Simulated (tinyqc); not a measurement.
# Both saturation currents from two open-circuit voltages

Problem. Without shunt, at open circuit JL = J01 (exp(Voc/Vt) - 1) + J02 (exp(Voc/(2 Vt)) - 1). Find J01, J02 and the mean ideality (Voc2 - Voc1)/(Vt ln(JL2/JL1)).

Inputs (values chosen for the exercise):
```
symbol,value,unit,meaning
T,323,K,temperature
```

Constants: q = 1.602176634e-19 C, kB = 1.380649e-23 J/K, Vt = kB T/q. Results are converted to the units shown.

photocurrents (mA/cm^2): 26.4  1.32
Voc (V): 0.72881601  0.56245862

Answer. The relation is linear in J01 and J02, so two light levels give two equations; series resistance plays no part at open circuit.

J01 = 8.60e-16 A/cm^2
J02 = 5.40e-8 A/cm^2
mean ideality = 2.00

Computed by the program tinyqc: `OMP_NUM_THREADS=1 python tinyqc.py 2280115 2280116 out.jsonl`, one thread of a shared Intel Xeon 2.30GHz, about 0.01 s for the whole run.
